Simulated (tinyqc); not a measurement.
# Rapid thermal processing of a wafer: radiative balance, ramp and cooling, pattern effects, pyrometer error and spike budget, step by step

A worked calculation. Computed by tinyqc, a small Python program that keeps every step. Command: `OMP_NUM_THREADS=1 python tinyqc.py 3111537 3111538 out.jsonl rtp walk`. One thread of a shared host (Intel(R) Xeon(R) Processor @ 2.30GHz), about 0.05 s of CPU time with the checks. Intermediate numbers are printed to about 6 digits and carried at full precision; extremes and crossings named in words are read from the listed rows.

The wafer is opaque and uniform through its thickness unless said otherwise; temperatures in formulas are in kelvin (C + 273.15). sigma = 5.670374419e-12 W/(cm^2 K^4).

Inputs (values chosen for the exercise, modelled on a hot silicon wafer):
```
quantity                                              value         unit
wafer thickness d                                       725   micrometre
heat capacity per volume C                             2.21   J/(cm^3 K)
thermal conductivity k                                 0.23     W/(cm K)
emissivity eps of each face                            0.62            -
reflectivity of the chamber walls r                    0.28            -
gas heat-transfer coefficient h, both faces together    1.7  mW/(cm^2 K)
wall temperature T_w                                    350            K
process temperature                                    1010            C
starting temperature                                    550            C
ramp rate                                               350          K/s
relative change of absorptivity over a pattern          3.7            %
period of the pattern                                   1.7           mm
pyrometer wavelength                                    2.3   micrometre
error of the assumed emissivity                         8.5            %
activation energy of the process E_a                      2           eV
```

Constants: k_B = 8.617333262e-05 eV/K; h = 6.62607015e-34 J s; c = 299792458 m/s; k_B = 1.380649e-23 J/K.

## Power to hold and to ramp

Effective emissivity between parallel grey plates: eps_eff = 1/(1/eps + 1/(1 - r) - 1). Loss per area q(T) = 2 eps_eff sigma (T^4 - T_w^4) + h (T - T_w). Absorbed power during a ramp = q(T) + C d x ramp rate; thermal time constant tau = C d/(dq/dT), dq/dT = 8 eps_eff sigma T^3 + h; natural cooling rate q/(C d); front-to-back difference under one-sided heating at the end of the ramp = (absorbed power) d/(2 k).

eps_eff = 0.499552

holding power q = 16.8593 W/cm^2

power at the end of the ramp = 72.9380 W/cm^2

dq/dT = 49.5757 mW/(cm^2 K)

time constant tau = 3.23193 s

natural cooling rate = 105.222 K/s

front-to-back difference = 11.4957 K

Radiation carries 91 % of the loss. The ramp needs 4.3 times the holding power.

## Cooling curve

Cooling with the lamps off: C d dT/dt = -q(T), integrated adaptively (relative tolerance 1e-10).

Lamps off at t = 0:
```
t (s)    T (C)  cooling rate (K/s)
0.32   977.904             95.6454
0.65   947.760             87.2744
1.30   895.515             74.1113
2.30   829.100             59.6440
3.20   779.792             50.3897
4.80   708.907             39.0637
8.10   604.106             26.0046
13.00  502.205             16.7614
```

The rate falls from 105 K/s at t = 0 to 16.8 K/s in the last row.

## Thermal budget of a spike

Spike anneal: linear ramp to the peak, then lamps off. Equivalent time at the peak = int exp(-(E_a/k_B)(1/T - 1/T_peak)) dt; estimate (k_B T^2/E_a)(1/ramp rate + 1/cooling rate). The ramp part uses 4000 trapezoid steps, the cooling part 4000 steps over 4 tau. Time within 50 K of the peak from the same curves.

equivalent time, ramp = 0.183341 s

equivalent time, cooling = 0.741941 s

equivalent time, total = 0.925282 s

estimate = 0.876890 s

time within 50 K of the peak = 0.655203 s

Cooling supplies 80 % of the budget.

## What a faster ramp buys

The formulas are those given above.

Against the ramp rate:
```
ramp (K/s)  ramp part (s)  cooling part (s)  total (s)  power at the peak (W/cm^2)
10                6.41694          0.741941    7.15888                      18.462
25                2.56678          0.741941    3.30872                      20.865
50                1.28339          0.741941    2.02533                      24.871
100               0.64169          0.741941    1.38363                      32.882
250               0.25668          0.741941    0.99862                      56.916
500               0.12834          0.741941    0.87028                      96.972
1000              0.06417          0.741941    0.80611                     177.084
```

From 10 to 100 K/s the total falls by a factor 5.2, from 100 to 1000 K/s by 1.72: the cooling part, 0.742 s, is a floor, and the natural cooling rate here is 105 K/s.

## Pattern effect

At steady state a sinusoidal change of absorbed power of relative amplitude a and period p gives the temperature amplitude a q/(dq/dT + k d (2 pi/p)^2); healing length l = sqrt(k d/(dq/dT)); process change = E_a dT/(k_B T^2). Emissivity is taken as unchanged.

healing length l = 5.79961 mm

amplitude without lateral conduction = 12.5826 K

amplitude = 0.0273255 K

change of the process rate = 0.0385186 %

Lateral conduction cuts the amplitude to 0.22 %, since p/(2 pi l) = 0.047.

## Pyrometer error

Signal proportional to eps/(exp(c2/(lambda T)) - 1), c2 = h c/k_B. If the assumed emissivity is too high by the given error, the reading T' solves (1 + error)/(exp(c2/(lambda T')) - 1) = 1/(exp(c2/(lambda T)) - 1). Wien estimate: T' - T = -lambda T^2 ln(1 + error)/c2. Process rates go as exp(-E_a/(k_B T)).

c2 = 14387.8 micrometre K

c2/(lambda T) = 4.87515

reading less true temperature = -20.9663 K

Wien estimate = -21.4720 K

rate at T over rate at T', less 1 = 35.0472 %

Caution: below about 600 C lightly doped silicon is partly transparent at this wavelength, so its emissivity is not yet the hot value early in the ramp.

Checks made by the program: cooling time against quadrature of C d dT/q (relative difference 3e-08).
